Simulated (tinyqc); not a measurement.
Ballistic Schottky-barrier transistor with a one-dimensional channel, WKB contacts: one step of the calculation.

Source Fermi level 0, drain Fermi level -Vd. Far from the contacts Ec = pn - psi, and the gate moves psi one to one; the band edges relax as exp(-x/lam) from pn at the source and pn - Vd at the drain; Ev = Ec - Eg. A carrier of energy w inside the channel band meets at a contact a barrier of height D (the contact edge beyond the channel edge): T = 1 for w >= D, else exp(-S), S = 4 lam sqrt(m/C) [sqrt(D - w) - sqrt(w) arctan sqrt((D - w)/w)], C = hbar^2/(2 m0). The two contacts combine as Ts Td/(Ts + Td - Ts Td).

Question. Transmission of one of the holes. S and T at both contacts for w = w0, and the tunnelling distance lam ln(D/w) at the higher barrier.

Parameters, values chosen for the exercise; channel values close to those of a carbon nanotube:

| symbol | value | unit | meaning |
|---|---|---|---|
| mp | 0.06 | m0 | hole mass |
| lam | 4.4 | nm | screening length at the contacts |
| w0 | 0.21 | eV | energy of one carrier inside the channel band |

Constants: q = 1.602176634e-19 C, hbar = 1.054571817e-34 J s, m0 = 9.1093837015e-31 kg, hbar^2/(2 m0) = 0.0380998212 eV nm^2. Results are converted to the units shown.

D for holes (eV): source 0.46000000, drain 0.51000000

Find: S at the source; S at the drain; combined T; tunnelling distance.

Answer.

S at the source = 2.653
S at the drain = 3.250
combined T = 0.02564
tunnelling distance = 3.904 nm

Range of the model: No scattering, image-force lowering, channel charge or band-to-band tunnelling; parabolic kappa overstates S deep in the gap.

tinyqc, about 0.04 s, one thread, Intel Xeon 2.30GHz (shared host): `OMP_NUM_THREADS=1 python tinyqc.py 2390002 2390003 out.jsonl`
